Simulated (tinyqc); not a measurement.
## Cell and bit-line capacitance from two signals

Problem. In a DRAM a freshly written one gives the bit-line signal (Vd/2) Cs/(Cs + Cb). Find Cs and Cb.

Values chosen for this exercise: array voltage Vd = 1.4 V.

signal of a fresh one without and with 20 fF added to the bit line (mV): 159.09091  134.61538

Answer. (Vd/2)/signal = 1 + Cb/Cs, and the added capacitance raises it by its ratio to Cs.

Cs = 25.00 fF
Cb = 85.00 fF

tinyqc, about 0.01 s, one thread, Intel Xeon 2.30GHz (shared host): `OMP_NUM_THREADS=1 python tinyqc.py 2130010 2130011 out.jsonl`
